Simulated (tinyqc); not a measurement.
Inside a calculation. Method: G0W0 on RHF in the sto-6g basis, for BeH2, spin multiplicity 1. One step of it, computed by the program tinyqc.

Task: Orthogonalisation. S = U s U^T; symmetric (Loewdin) form X = U s^(-1/2) U^T, so that X^T S X = 1.

overlap S, order 1Be 1s, 1Be 2s, 1Be 2px, 1Be 2py, 1Be 2pz, 2H 1s, 3H 1s:
$$\begin{pmatrix}
1.000000 & 0.254764 & 0.000000 & 0.000000 & 0.000000 & 0.047349 & 0.047349 \\
0.254764 & 1.000000 & 0.000000 & 0.000000 & 0.000000 & 0.387008 & 0.387008 \\
0.000000 & 0.000000 & 1.000000 & 0.000000 & 0.000000 & 0.000000 & 0.000000 \\
0.000000 & 0.000000 & 0.000000 & 1.000000 & 0.000000 & 0.466961 & -0.466961 \\
0.000000 & 0.000000 & 0.000000 & 0.000000 & 1.000000 & 0.000000 & 0.000000 \\
0.047349 & 0.387008 & 0.000000 & 0.466961 & 0.000000 & 1.000000 & 0.019532 \\
0.047349 & 0.387008 & 0.000000 & -0.466961 & 0.000000 & 0.019532 & 1.000000
\end{pmatrix}$$

Give: eigenvalues of S; X.

Result:

eigenvalues of S: [0.330, 0.428, 0.952, 1.000, 1.000, 1.639, 1.651]

X, order 1Be 1s, 1Be 2s, 1Be 2px, 1Be 2py, 1Be 2pz, 2H 1s, 3H 1s:
$$\begin{pmatrix}
1.027 & -0.147 & 0.000 & 0.000 & 0.000 & 0.019 & 0.019 \\
-0.147 & 1.175 & 0.000 & 0.000 & 0.000 & -0.242 & -0.242 \\
0.000 & 0.000 & 1.000 & 0.000 & 0.000 & 0.000 & 0.000 \\
0.000 & 0.000 & 0.000 & 1.253 & 0.000 & -0.340 & 0.340 \\
0.000 & 0.000 & 0.000 & 0.000 & 1.000 & 0.000 & 0.000 \\
0.019 & -0.242 & 0.000 & -0.340 & 0.000 & 1.200 & -0.067 \\
0.019 & -0.242 & 0.000 & 0.340 & 0.000 & -0.067 & 1.200
\end{pmatrix}$$
